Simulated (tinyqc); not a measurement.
Site energy and hopping from one surface Green function.

Inverse problem. A semi-infinite chain with site energy e0 and hopping -t has g_s = 1/(E - e0 - t^2 g_s). Inside the band |g_s| = 1/t and Re g_s = (E - e0)/(2 t^2). Find t and e0.

g_s at E = 0.28 eV = -0.23000000-0.97319063i 1/eV

Answer. t = 1/|g_s|, and e0 = E - 2 t^2 Re g_s.

t = 1.000 eV
e0 = 0.7400 eV

Numbers from tinyqc (`OMP_NUM_THREADS=1 python tinyqc.py 2680124 2680125 out.jsonl`; about 0.08 s on one thread of a shared Intel Xeon 2.30GHz).
